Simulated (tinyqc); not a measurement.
Enthalpies against pressure: pressure-driven transition between two phases with analytic equations of state. Computed by tinyqc, a small Python program. Command: `OMP_NUM_THREADS=1 python tinyqc.py 3015630 3015631 out.jsonl transition walk`. One thread of a shared host (Intel(R) Xeon(R) Processor @ 2.30GHz), about 0.03 s of CPU time with the checks.

Each phase obeys E = E0 + (9 V0 B0/16) [y^3 B' + y^2 (2 - 4 y)], y = (V0/V)^(2/3) - 1; P = (3 B0/2) (x^7 - x^5) [1 + (3/4)(B' - 4)(x^2 - 1)], x = (V0/V)^(1/3); E0 = 0 for phase 1 and Delta E0 for phase 2. H = E + P V.

Inputs (values chosen for the exercise, for two model phases):
```
quantity                                   value             unit
volume V0 of phase 1                        21.3  angstrom^3/atom
B0 of phase 1                               49.8              GPa
B' of phase 1                               3.58                -
volume V0 of phase 2                        16.9  angstrom^3/atom
B0 of phase 2                               60.5              GPa
B' of phase 2                               5.13                -
energy of phase 2 above phase 1, Delta E0  0.049          eV/atom
```

Equation of state: Birch-Murnaghan.

Constants: 1 eV/angstrom^3 = 160.2176634 GPa.

Method. Start from P = Delta E0/(V0 of phase 1 - V0 of phase 2); at each P solve P(V) = P for both phases and step P(new) = P - (H_2 - H_1)/(V_2 - V_1); stop when |H_2 - H_1| < 1e-10 eV. At the zero-temperature transition the volume change is V_2/V_1 - 1 and the work is P (V_1 - V_2). For each P solve P(V) = P in both phases.

transition pressure = 1.83879 GPa

V_1 at the transition = 20.5735 angstrom^3

V_2 at the transition = 16.4290 angstrom^3

Both phases:
```
P (GPa)  V_1 (angstrom^3)  V_2 (angstrom^3)  H_2 - H_1 (meV/atom)   stable
0.00               21.300            16.900                49.000  phase 1
0.46               21.107            16.774                36.464  phase 1
0.92               20.922            16.654                24.118  phase 1
1.40               20.737            16.534                11.430  phase 1
1.70               20.625            16.462                 3.598  phase 1
2.00               20.515            16.391                -4.160  phase 2
2.40               20.373            16.300               -14.391  phase 2
2.90               20.201            16.190               -27.005  phase 2
```

What does the comparison show, and why?

H_2 - H_1 changes with slope V_2 - V_1, from -4.400 to -4.011 angstrom^3 per atom over the table, and passes zero at 1.84 GPa. An error of 10 meV per atom in Delta E0 moves the transition by about 0.39 GPa.
